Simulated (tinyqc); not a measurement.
Voltage acceleration of oxide breakdown, four models on the same data: effect of the use temperature.

Field E = V/tox in MV/cm. Models: ln(t63/1 s) = a - c X with X = E (E model), -1/E (1/E model), ln V (power law, c the exponent n) or sqrt(E).

With a and c fitted to the stress data, the voltage for ten years solves a - c X + ln(temperature factor times ks) = ln 3.15576e8; temperature factor exp[(Ea q/kB)(1/Tu - 1/Ts)].

Inputs (values chosen for the exercise): oxide thickness tox = 1.1 nm; stress temperature Ts = 423 K; activation energy Ea = 0.48 eV; factor for area and percentile ks = 3.8e-5.

Constants: q = 1.602176634e-19 C, kB = 1.380649e-23 J/K. Results are converted to the units shown.

```
model,c,a
E,2.19283,41.0247
1/E,493.007,-25.2175
power,33.0606,24.4470
sqrt E,17.0523,74.0552
```

Result of one run:
```
Tu (K),temperature factor,"V for ten years, E (V)","V for ten years, 1/E (V)","V for ten years, power (V)","V for ten years, sqrt E (V)"
328,45.33,0.7570,1.060,0.9560,0.8760
```

What becomes of these results when the use temperature Tu is changed from 328 to 423 K, all else the same?

Result of the changed run:
```
Tu (K),temperature factor,"V for ten years, E (V)","V for ten years, 1/E (V)","V for ten years, power (V)","V for ten years, sqrt E (V)"
423,1.000,0.5657,0.9866,0.8519,0.7426
```

The whole series:
```
Tu (K),temperature factor,"V for ten years, E (V)","V for ten years, 1/E (V)","V for ten years, power (V)","V for ten years, sqrt E (V)"
273,1388,0.9286,1.136,1.060,1.005
298,250.5,0.8428,1.097,1.007,0.9393
328,45.33,0.7570,1.060,0.9560,0.8760
358,10.92,0.6856,1.032,0.9157,0.8250
378,4.795,0.6443,1.016,0.8932,0.7961
398,2.287,0.6072,1.002,0.8734,0.7706
423,1.000,0.5657,0.9866,0.8519,0.7426
```

The temperature factor falls from 1390 to 1.00, and the allowed voltage by 39.1 % in the E model and 13.2 % in the 1/E model: the steeper a model is near use conditions, the less voltage a given factor in time costs.

Range of the model: All four laws are empirical fits; none is established far below the stress range.

tinyqc, about 0.01 s, one thread, Intel Xeon 2.30GHz (shared host): `OMP_NUM_THREADS=1 python tinyqc.py 2070164 2070165 out.jsonl`
